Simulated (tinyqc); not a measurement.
## Index ratio and exit index from two stacks

Question. A quarter-wave stack has T0 = 4 y/(1 + y)^2 with y = (ns/n0)(nL/nH)^(2 N), and y < 1 here. Find nH/nL and ns/n0.

T0 for N = 18 and 20 pairs (%): [0.6010106254, 0.2920090146]

Solution. sqrt(1 - T0) = |1 - y|/(1 + y) gives y for each stack; two more pairs multiply y by (nL/nH)^4.

nH/nL = 1.20
ns/n0 = 1.01

Numbers from tinyqc (`OMP_NUM_THREADS=1 python tinyqc.py 2650105 2650106 out.jsonl`; about 0.01 s on one thread of a shared Intel Xeon 2.30GHz).
